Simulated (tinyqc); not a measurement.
Froehlich polaron in a polar crystal: one step, computed by the program tinyqc.

One electron in a parabolic band of mass m*, coupled to dispersionless LO phonons in the continuum model. Energies are in units of hbar omega unless marked, wave numbers in k_0 = sqrt(2 m* omega/hbar).

Question. Coupling constant and length scale. 1/eps* = 1/eps_inf - 1/eps_s; k_0 = sqrt(2 m* omega/hbar) = sqrt(m* hbar omega / (hbar^2/(2 m_0))) with m* in m_0; alpha = (e^2/(4 pi eps_0)) k_0/(2 eps* hbar omega); polaron length 1/k_0.

Inputs (values chosen for the exercise, modelled on indium phosphide):
```
quantity                           value  unit
band mass m*                      0.0825   m_0
LO phonon energy hbar omega         43.1   meV
eps_inf                             9.53     -
static dielectric constant eps_s      12     -
```

Constants: hbar^2/(2 m_0) = 3.80998212 eV angstrom^2; e^2/(4 pi eps_0) = 14.39964548 eV angstrom.

Give: eps*; k_0; coupling constant alpha; polaron length 1/k_0.

Answer.

eps* = 46.300

k_0 = 0.030550 1/angstrom

coupling constant alpha = 0.11022

polaron length 1/k_0 = 32.734 angstrom

Weak coupling: perturbation theory should serve.
